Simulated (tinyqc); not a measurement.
Abrupt p-n junction, non-linear Poisson equation by Newton steps: two steps of the calculation.

One dimension, p side on the left, n side on the right; net doping C = -Na for x < 0 and +Nd for x > 0. The potential psi is counted from the intrinsic level, and the quasi-Fermi potentials are flat: 0 for holes and -V for electrons, so n = ni exp((psi + V)/Vt) and p = ni exp(-psi/Vt) (Boltzmann statistics, full ionisation, no current). Under reverse bias this makes the minority densities vanishingly small everywhere; they play no part in the charge.

Values chosen for this exercise; band and dielectric values close to those of indium phosphide: temperature T = 273 K; relative permittivity eps_r = 12.6; bias of the p side against the n side V = -0.7 V.

Constants: q = 1.602176634e-19 C, kB = 1.380649e-23 J/K, Vt = kB T/q, eps0 = 8.8541878128e-14 F/cm where lengths are in cm. Results are converted to the units shown.

Problem 1. Newton step. Solve the tridiagonal system a_(i-1) d_(i-1) + b_i d_i + a_i d_(i+1) = -F_i for nodes 1 to 12, with d = 0 on fixed nodes. Each component d is damped to sign(d) Vt ln(1 + |d|/Vt) before it is added.

| interval | coupling a_i (F/cm^2) |
|---|---|
| 0 | 7.1059087e-8 |
| 1 | 1.0625025e-7 |
| 2 | 1.5494829e-7 |
| 3 | 2.3388421e-7 |
| 4 | 3.4327005e-7 |
| 5 | 5.0710348e-7 |
| 6 | 7.5380248e-7 |
| 7 | 1.1156277e-6 |
| 8 | 9.4544717e-7 |
| 9 | 8.0842584e-7 |
| 10 | 6.8865905e-7 |
| 11 | 5.8409825e-7 |
| 12 | 4.9804806e-7 |

| node | diagonal b (F/cm^2) | residual F (C/cm^2) |
|---|---|---|
| 1 | -4.4493337e-6 | 4.6873894e-11 |
| 2 | -1.3535970e-6 | 3.1330488e-10 |
| 3 | -3.8883461e-7 | 2.1531463e-10 |
| 4 | -5.7715426e-7 | 1.1135317e-10 |
| 5 | -8.5037353e-7 | 6.1044059e-11 |
| 6 | -1.2609060e-6 | 3.6108822e-11 |
| 7 | -1.8694371e-6 | -3.4573298e-9 |
| 8 | -2.0646793e-6 | 3.3134094e-9 |
| 9 | -2.2198241e-6 | -5.5410477e-9 |
| 10 | -4.4429246e-6 | -6.1634437e-9 |
| 11 | -5.6740965e-6 | 5.0884924e-10 |
| 12 | -6.4338558e-6 | 7.9579943e-12 |

| node | psi after iteration 1 (V) |
|---|---|
| 0 | -0.5757389 |
| 1 | -0.5751967 |
| 2 | -0.5523415 |
| 3 | -0.2521055 |
| 4 | 0.1486165 |
| 5 | 0.5136791 |
| 6 | 0.8031056 |
| 7 | 1.0170217 |
| 8 | 1.1671866 |
| 9 | 1.2777843 |
| 10 | 1.3174353 |
| 11 | 1.3230539 |
| 12 | 1.3238466 |
| 13 | 1.3239270 |

Wanted: Newton step d, before damping; psi after iteration 2.

Solution 1.

| node | Newton step d, before damping (1e-3 V) |
|---|---|
| 1 | 0.0118 |
| 2 | 0.0546 |
| 3 | -1.5535 |
| 4 | -3.5394 |
| 5 | -5.2169 |
| 6 | -6.4728 |
| 7 | -7.3656 |
| 8 | -4.8699 |
| 9 | -5.4481 |
| 10 | -2.4103 |
| 11 | -0.2046 |
| 12 | -0.0173 |

| node | psi after iteration 2 (V) |
|---|---|
| 0 | -0.5757 |
| 1 | -0.5752 |
| 2 | -0.5523 |
| 3 | -0.2536 |
| 4 | 0.1453 |
| 5 | 0.5090 |
| 6 | 0.7974 |
| 7 | 1.0106 |
| 8 | 1.1628 |
| 9 | 1.2729 |
| 10 | 1.3151 |
| 11 | 1.3229 |
| 12 | 1.3238 |
| 13 | 1.3239 |

Problem 2. Converged densities, field and charge. n and p as above; field E_i = -(psi_(i+1) - psi_i)/h_i on each interval; charge on either side of the peak Q = eps0 eps_r |E|max (Gauss).

| node | x (nm) | converged psi (V) | net doping C (cm^-3) |
|---|---|---|---|
| 0 | -456 | -0.5757389 | -4.9e16 |
| 1 | -299 | -0.5751852 | -4.9e16 |
| 2 | -194 | -0.5523006 | -4.9e16 |
| 3 | -122 | -0.2537784 | -4.9e16 |
| 4 | -74.3 | 0.1448877 | -4.9e16 |
| 5 | -41.8 | 0.5082251 | -4.9e16 |
| 6 | -19.8 | 0.7963634 | -4.9e16 |
| 7 | -5 | 1.0093650 | -4.9e16 |
| 8 | 5 | 1.1620110 | 3.8e17 |
| 9 | 16.8 | 1.2720139 | 3.8e17 |
| 10 | 30.6 | 1.3148742 | 3.8e17 |
| 11 | 46.8 | 1.3228299 | 3.8e17 |
| 12 | 65.9 | 1.3238275 | 3.8e17 |
| 13 | 88.3 | 1.3239270 | 3.8e17 |

ni = 1.1524930e6 cm^-3

Give: n; p; field E; peak |E|; charge Q.

Solution 2.

| node | n (cm^-3) | p (cm^-3) |
|---|---|---|
| 0 | 3.24e-18 | 4.90e16 |
| 1 | 3.32e-18 | 4.79e16 |
| 2 | 8.78e-18 | 1.81e16 |
| 3 | 2.85e-12 | 5.58e10 |
| 4 | 6.51e-5 | 2.44e3 |
| 5 | 332 | 4.78e-4 |
| 6 | 6.93e7 | 2.29e-9 |
| 7 | 5.93e11 | 2.68e-13 |
| 8 | 3.90e14 | 4.07e-16 |
| 9 | 4.18e16 | 3.80e-18 |
| 10 | 2.59e17 | 6.14e-19 |
| 11 | 3.63e17 | 4.38e-19 |
| 12 | 3.78e17 | 4.20e-19 |
| 13 | 3.80e17 | 4.18e-19 |

| interval | field E (1e2 kV/cm) |
|---|---|
| 0 | 0.00 |
| 1 | -0.02 |
| 2 | -0.41 |
| 3 | -0.84 |
| 4 | -1.12 |
| 5 | -1.31 |
| 6 | -1.44 |
| 7 | -1.53 |
| 8 | -0.93 |
| 9 | -0.31 |
| 10 | -0.05 |
| 11 | -0.01 |
| 12 | 0.00 |

peak |E| = 153 kV/cm
charge Q = 170 nC/cm^2

Program tinyqc, `OMP_NUM_THREADS=1 python tinyqc.py 2000148 2000149 out.jsonl`; Intel Xeon 2.30GHz, shared host, one thread, about 0.02 s.
